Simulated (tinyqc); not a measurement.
What each parameter does: band-to-band tunnelling across a p-n junction in a two-band chain.

Sites alternate A at -Eg/2 and C at +Eg/2 with hopping -t; near the edges, with k counted from the zone boundary pi/a, E^2 = (Eg/2)^2 + (t a k)^2, so t = sqrt(c Eg/m)/a gives the mass m, c = hbar^2/2m0. In the gap cosh(q a) = 1 + (Eg^2/4 - e^2)/(2 t^2), e the energy from the local mid-gap. The potential is V0 = Eg + ov on the p side (left), 0 on the n side, and falls linearly over the 2N sites of the junction, V_j = V0 (1 - j/(2N + 1)), j = 1 to 2N, site 1 being A. E = Eg/2 + x ov. A half chain that ends on a site of level e1 with neighbour e2 has g = (1 + z)/(E - e1), z = exp(-/+ i k a) the root with Im g < 0, cos(k a) = (E - e1)(E - e2)/(2 t^2) - 1. S_L = t^2 g (ending on C, shifted by V0), S_R = t^2 g (starting on A). T = 4 Im(S_L) Im(S_R) |G_(1,2N)|^2.

Constants: hbar^2/2m0 = 3.80998211 eV angstrom^2.

Parameters, chosen for this exercise (gap and mass near those of GaSb; shifted at random, so the results belong to these values and not to a real crystal): Eg = 0.742 eV (gap); m = 0.0428 m0 (mass of electron and light hole); a = 4 angstrom (period (two sites)); ov = 0.18 eV (overlap: top of the valence band on the p side above the conduction edge on the n side); Nw = 15 (periods in the junction); x = 0.23 (energy above the n-side conduction edge, as a share of ov).

N = Nw; WKB exponent 2 I/F with I = pi Eg^2/(8 t a), F = V0/((2N + 1) a/2).

Results for these values:
```
case  F (MV/cm)  exponent  log10 T of the chain
base     1.4871    3.5778               -1.4026
```

What happens to each result for a = 4.5 angstrom, all else kept?

Answer: F falls from 1.4871 to 1.3219; exponent rises from 3.5778 to 4.0250; log10 T of the chain falls from -1.4026 to -1.5798.

The same for each parameter in turn:
```
case              F (MV/cm)  exponent  log10 T of the chain
base                 1.4871    3.5778               -1.4026
Eg = 0.8162 eV       1.6068    3.8202               -1.5052
m = 0.04708 m0       1.4871    3.7524               -1.4711
ov = 0.23 eV         1.5677    3.3938               -1.3178
Nw = 18              1.2459    4.2703               -1.6790
x = 0.8              1.4871    3.5778               -1.4227
a = 4.5 angstrom     1.3219    4.0250               -1.5798
```

(tinyqc, `OMP_NUM_THREADS=1 python tinyqc.py 1452484 1452485 out.jsonl`, Intel(R) Xeon(R) Processor @ 2.30GHz, 1 thread, shared host, about 0.01 s.)
